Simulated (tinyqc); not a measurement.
From base transit time tau_B back to base width W: minority-electron transport through the base of a bipolar transistor (Moll-Ross and Kroemer integrals). Computed by tinyqc, a small Python program. Command: `OMP_NUM_THREADS=1 python tinyqc.py 3000203 3000204 out.jsonl base inv`. One thread of a shared host (Intel(R) Xeon(R) Processor @ 2.30GHz), about 0.02 s of CPU time with the checks.

Low injection, one dimension, x from the emitter edge (0) to the collector edge (W), s = x/W. Recombination is treated as a small correction (valid for tau_B well below tau_n), computed from the stored charge.

Inputs (values chosen for the exercise, modelled on SiGe):
```
quantity                                     value        unit
intrinsic density n_i at the emitter edge  7.8e+10      1/cm^3
base doping at the emitter edge N_0        8.7e+18      1/cm^3
mu_min                                         140  cm^2/(V s)
mu_max                                        1070  cm^2/(V s)
N_ref                                      1.9e+17      1/cm^3
saturation velocity v_s                       0.87    1e7 cm/s
base-emitter voltage V_BE                     0.63           V
temperature T                                  300           K
gap narrowing across the base dE_g              87         meV
```

Base doping profile: uniform. Gap grading: linear. Exit of the base: saturation velocity.

Constants: k_B = 8.617333262e-05 eV/K; e = 1.602176634e-19 C.

Method. N(x) = N_0; n_i(x)^2 = n_i^2 exp(s dE_g/k_B T); D(x) = (k_B T/e) mu, mu = mu_min + (mu_max - mu_min)/(1 + (N/N_ref)^0.7). With y(x) = N n_i^2/(D n_i(x)^2): base Gummel number G_B = int_0^W y dx + N(W) n_i^2/(v_s n_i(W)^2); J_C = e n_i^2 exp(e V_BE/k_B T)/G_B; n(x) = (J_C/e)(n_i(x)^2/(N n_i^2)) [int_x^W y dx + the same exit term]; transit time tau_B = (e/J_C) int n dx; trapezoid rule on 401 even points.

Question. A run gave the result below. Find the base width W, known to lie between 160 and 400 nm.

base transit time tau_B = 19.54251 ps

Answer.

Each step takes the trial c = (a f_b - b f_a)/(f_b - f_a), f being the result less the target and a, b, c the logarithms of the listed values; c replaces end b, the old b replaces a if the sign of f changed, and otherwise f_a is halved.

Scan of the range:
```
base width W (nm)  base transit time tau_B (ps)
160                                     11.0274
186                                     14.8028
217                                     20.0290
253                                     27.0875
295                                     36.6659
343                                     49.3846
400                                     66.9427
```

False position (Illinois rule, in the logarithm of the input) inside the bracket:
```
step    end a    end b    trial  base transit time tau_B (ps)
1     186.000  217.000  213.908                       19.4724
2     217.000  213.908  214.295                       19.5416
3     217.000  214.295  214.305                       19.5434
4     214.295  214.305  214.300                       19.5425
```

Base transit time tau_B rises at every point of a 13-point scan of the range (every second point is shown), so one value fits; it is bracketed by 186 and 217. Answer: base width W = 214.3 nm.
